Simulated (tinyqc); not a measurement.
# Solid solubility of a dopant against its melt (retrograde solidus), clustering and the electrically active fraction, step by step

A worked calculation. Computed by tinyqc, a small Python program that keeps every step. Command: `OMP_NUM_THREADS=1 python tinyqc.py 3027516 3027517 out.jsonl retro walk`. One thread of a shared host (Intel(R) Xeon(R) Processor @ 2.30GHz), about 0.01 s of CPU time with the checks. Intermediate numbers are printed to about 6 digits and carried at full precision; extremes and crossings named in words are read from the listed rows.

Inputs (values chosen for the exercise, of the order of those of copper in silicon for the solubility):
```
quantity                                      value        unit
melting point of the host T_m                  1687           K
heat of melting of the host H_f                50.2      kJ/mol
interaction L of the melt                       -11      kJ/mol
enthalpy of transfer from melt to solid H      1.42          eV
entropy of transfer S                          2.76         k_B
site density N0                               5e+22      1/cm^3
temperature T                                  1635           K
total dopant density N_t                    8.6e+20      1/cm^3
atoms per cluster m                               2           -
cluster scale N* at 1273 K                  3.1e+20      1/cm^3
activation energy E_b of the cluster scale      0.4          eV
anneal temperature T_a                         1000           K
mobility mu                                      55  cm^2/(V s)
```

Clustering: clusters of m atoms, electrons left out.

Constants: R = 8.314462618 J/(mol K); k_B = 8.617333262e-05 eV/K; e = 1.602176634e-19 C; N_A = 6.02214076e+23 1/mol.

## Liquidus and solidus at T

x_l and x_s are atom fractions of the dopant in melt and solid; the solid is dilute. Liquidus of the host: R T ln(1 - x_l) + L x_l^2 = -H_f (1 - T/T_m). Distribution: k = x_s/x_l = exp[L (1 - x_l)^2/(R T)] exp(S/k_B - H/(k_B T)), the first factor being the activity coefficient in the melt. Solubility = x_s N0; at T_m x_l = 0.

x_l = 0.100293

distribution coefficient k = 3.44456e-04

x_s = 3.45466e-05

solubility = 1.72733e+18 1/cm^3

k at the melting point = 4.12980e-04

k has changed by a factor 0.83 from its value at T_m, while x_l has grown from 0 to 0.100.

## The retrograde maximum

The largest x_s N0 between 900 K and T_m. For an ideal melt with constant heats the maximum has x_l = H_f/(H + H_f), H in the same units.

temperature of the maximum = 1535.21 K

largest solubility = 2.74934e+18 1/cm^3

x_l there = 0.256931

ideal-melt value H_f/(H + H_f) = 0.268149

The maximum lies 152 K below T_m: above it the melt runs out of dopant, below it k falls as exp(-H/(k_B T)).

## The solidus

The formulas are those given above.

Against temperature:
```
T (K)       x_l            k  solubility (1/cm^3)  over the maximum
1000   0.800362  1.04537e-06          4.18335e+16          0.015216
1100   0.722517  4.49303e-06          1.62314e+17          0.059038
1200   0.635010  1.48296e-05          4.70847e+17          0.171259
1300   0.537591  3.97338e-05          1.06803e+18          0.388467
1400   0.428765  8.97342e-05          1.92375e+18          0.699713
1500   0.305143  1.74871e-04          2.66804e+18          0.970430
1580   0.190915  2.69885e-04          2.57626e+18          0.937047
1640   0.091382  3.51318e-04          1.60521e+18          0.583853
1675   0.024839  3.98040e-04          4.94349e+17          0.179807
```

Between the first rows the Arrhenius energy of the solubility is 1.29 eV, against H = 1.42 eV; it shrinks to zero at 1535 K and turns negative beyond. A crystal saturated at the maximum precipitates dopant-rich liquid on cooling and on heating alike. Below a eutectic or compound temperature another phase would set the limit.

## Active fraction after the anneal

A highly soluble donor (another dopant than that of the solidus) is limited by clustering. Donors N_a are active, and clusters hold m atoms each: N_t = N_a + m C, m C = N* (N_a/N*)^m, with N*(T) = N*(1273 K) exp[-(E_b/k_B)(1/T - 1/1273)]. Resistivity = 1/(e mu N_a).

N*(T_a) = 1.14562e+20 1/cm^3

active density N_a = 2.61787e+20 1/cm^3

active fraction = 0.304404

resistivity = 0.433489 milliohm cm

Doubling the dose would raise N_a by only 49 %. Caution: this clustering law is a generic form; degeneracy and a doping-dependent mobility are left out.

## Active against total

A highly soluble donor (another dopant than that of the solidus) is limited by clustering. Donors N_a are active, and clusters hold m atoms each: N_t = N_a + m C, m C = N* (N_a/N*)^m, with N*(T) = N*(1273 K) exp[-(E_b/k_B)(1/T - 1/1273)].

Active density (1/cm^3):
```
N_t (1/cm^3)   N_a at T_a  fraction  N_a at T_a + 150 K  N_a at T_a - 150 K
1.00e+19      9.25270e+18  0.925270         9.56418e+18         8.55181e+18
3.00e+19      2.46822e+19  0.822742         2.66230e+19         2.11457e+19
1.00e+20      6.41164e+19  0.641164         7.39471e+19         5.01660e+19
2.00e+20      1.04563e+20  0.522816         1.25253e+20         7.83723e+19
5.00e+20      1.88813e+20  0.377626         2.35581e+20         1.35646e+20
1.00e+21      2.86002e+20  0.286002         3.65057e+20         2.00886e+20
2.00e+21      4.24803e+20  0.212402         5.51401e+20         2.93557e+20
5.00e+21      7.01726e+20  0.140345         9.24838e+20         4.77878e+20
```

The exponent d ln N_a/d ln N_t falls from 0.89 to 0.55, towards 1/m = 0.500. At the highest dose a 150 K hotter anneal gives 1.32 times the active density, and a later step 150 K cooler would cut it to 0.68 if it ran to equilibrium: short hot anneals come last. For ionised donors far above n_i the electrons enter the mass action too and halve the limiting exponent.

Checks made by the program: the ideal-melt maximum (relative difference 3e-09).
